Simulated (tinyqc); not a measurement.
Two-band k.p model of the X valleys of a zinc-blende crystal: one step. Dispersion along the axis.

k along the valley axis, counted from X, c = hbar^2/2m0, e = c k^2/ml. H = [[e - D/2, i P k], [-i P k, e + D/2]] with P^2 = D0 c/ml, so E = e -/+ sqrt(D^2/4 + D0 e). For D = 0 (diamond lattice) the bands cross at X.

With x = D/D0: for x < 1 the minima lie at k_m = sqrt(ml D0 (1 - x^2)/(4 c)), the hump at X has the height dE = (D0/4)(1 - x)^2 and the mass at the minimum is ml/(1 - x^2); the mass at X is ml/(1 - 1/x), negative for x < 1. For x > 1 the minimum is at X.

Constants: hbar^2/2m0 = 3.80998211 eV angstrom^2.

Values chosen for the exercise (of the order of those of GaP; not measured data): D = 0.352 eV (splitting of the two conduction levels at X); D0 = 0.432 eV (coupling energy); ml = 0.955 m0 (mass along the axis from remote bands); kmax = 0.19 1/angstrom (end of the path).

Problem. Nine points; energies of the lower band from its minimum, against a parabola about the minimum with the mass there.

Give: a table of k (1/angstrom), lower band (meV), parabola (meV), gap to the upper band (eV).

Solution.

Results:
```
k (1/angstrom)  lower band (meV)  parabola (meV)  gap to the upper band (eV)
0.0000                      3.70           12.20                      0.3520
0.0238                      3.21            6.88                      0.3575
0.0475                      1.98            3.07                      0.3734
0.0712                      0.64            0.78                      0.3986
0.0950                      0.00            0.00                      0.4314
0.1187                      0.85            0.73                      0.4702
0.1425                      3.86            2.98                      0.5137
0.1663                      9.59            6.73                      0.5608
0.1900                     18.45           12.00                      0.6106
```

At kmax the band lies at 18.4 meV and the parabola at 12.0 meV: far from X the curvature returns to 1/ml, so the band is steeper than the parabola of the minimum.

Program tinyqc; command `OMP_NUM_THREADS=1 python tinyqc.py 1881057 1881058 out.jsonl`; about 0.01 s on one thread of a shared Intel(R) Xeon(R) Processor @ 2.30GHz.
